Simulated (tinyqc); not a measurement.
Bond length: bond-orbital model of a tetrahedral semiconductor (Harrison's universal couplings).

Hybrid level eh = (es + 3 ep)/4; metallic energy V1 = (ep - es)/4 for each atom; covalent energy V2 = 3.22 hbar^2/(m d^2); polar energy V3 = (ehc - eha)/2; hbar^2/m = 2c, c = hbar^2/2m0. Polarity ap = V3/sqrt(V2^2 + V3^2), covalency ac = V2/sqrt(V2^2 + V3^2). p-p coupling at Gamma Exx = (4/3)(2.22 - 2 x 0.63) hbar^2/(m d^2) = 1.28 hbar^2/(m d^2), s-s coupling Ess = 4 x 1.32 hbar^2/(m d^2).

Constants: hbar^2/2m0 = 3.80998211 eV angstrom^2.

Inputs chosen for the exercise (near tabulated values for GaAs; the model gives trends, and its gaps can be far from the real ones; shifted at random, so the results belong to these values and not to a real crystal): esc = -11.66 eV (s level, cation); epc = -5.65 eV (p level, cation); esa = -18.89 eV (s level, anion); epa = -9.09 eV (p level, anion); d = 2.45 angstrom (bond length); Z = 5 (valence electrons of the anion).

d is scaled; levels stay. E0 is the s-like conduction level less Ev at Gamma (Ess = 5.28 u, Exx = 1.28 u); Z* = 4 ap - (Z - 4).

Against d:

| d/d0 | V2 (eV) | ap | Z* | Ev (eV) | E0 (eV) |
|---|---|---|---|---|---|
| 0.94 | 4.626 | 0.4285 | 0.714 | -9.888 | 3.016 |
| 0.96 | 4.435 | 0.4433 | 0.773 | -9.833 | 2.680 |
| 0.98 | 4.256 | 0.4581 | 0.833 | -9.783 | 2.367 |
| 0.99 | 4.171 | 0.4655 | 0.862 | -9.759 | 2.219 |
| 1.00 | 4.088 | 0.4729 | 0.892 | -9.736 | 2.077 |
| 1.01 | 4.007 | 0.4802 | 0.921 | -9.714 | 1.939 |
| 1.02 | 3.929 | 0.4875 | 0.950 | -9.693 | 1.806 |
| 1.04 | 3.779 | 0.5020 | 1.008 | -9.654 | 1.553 |

What does the comparison show, and why?

Compression raises V2 and E0: dE0/d ln(volume) = -4.68 eV, of which the valence band gives -0.74. The polarity falls under compression, from 0.473 to 0.428 at 0.94 (SiC is a known exception, whose effective charge rises under pressure).

tinyqc: `OMP_NUM_THREADS=1 python tinyqc.py 1451966 1451967 out.jsonl`; about 0.01 s, one thread, shared Intel(R) Xeon(R) Processor @ 2.30GHz.
